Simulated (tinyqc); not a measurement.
Geometry relaxation of a small cluster: one step, computed by the program tinyqc.

E = sum_i {sum_j A exp(-p (r_ij/r0 - 1)) - xi sqrt(rho_i)}, rho_i = sum_j exp(-2 q (r_ij/r0 - 1)); the force on i is -sum_j w_ij (R_i - R_j)/r_ij with w_ij = -(2p/r0) A exp(-p (r_ij/r0 - 1)) + (xi q/r0) exp(-2 q (r_ij/r0 - 1)) (rho_i^(-1/2) + rho_j^(-1/2)).

Question. The first two steps. Conjugate gradient (Polak-Ribiere): d = F + beta d(old), beta = max(0, F.(F - F(old))/|F(old)|^2), d = F at first; step length from one secant, s = eta (F.d)/(F.d - F(R + eta d).d), replaced by eta if that is not positive; R(new) = R + s d. No atom moves more than 0.3 angstrom a step (the whole step is scaled). Stop when the largest force component is below 1e-5 eV/angstrom.

Inputs (values chosen for the exercise, for model atoms):

| quantity | value | unit |
|---|---|---|
| length r0 | 2.38 | angstrom |
| repulsion A | 0.11 | eV |
| hopping xi | 1.4 | eV |
| decay p | 9.65 | - |
| decay q | 2.63 | - |
| step factor eta | 0.047 | angstrom^2/eV |

Potential: Gupta. Method: conjugate gradient.

starting positions (angstrom):
```
            x      y      z
atom 1  -0.03  -0.01  -0.15
atom 2   2.33  -0.11  -0.25
atom 3   1.17      2   -0.1
atom 4   1.26   0.59   1.76
```

Give: positions after step 1; energy after step 1; positions after step 2; energy after step 2.

Answer.

positions after step 1 (angstrom):
```
             x        y        z
atom 1  0.1108   0.0623  -0.0972
atom 2  2.1965  -0.0270  -0.1842
atom 3  1.1707   1.8410  -0.0515
atom 4  1.2519   0.5936   1.5929
```

energy after step 1 = -9.0890 eV

positions after step 2 (angstrom):
```
             x        y        z
atom 1  0.1253   0.0651  -0.0885
atom 2  2.1733  -0.0058  -0.1717
atom 3  1.1798   1.8244  -0.0535
atom 4  1.2517   0.5863   1.5738
```

energy after step 2 = -8.9850 eV
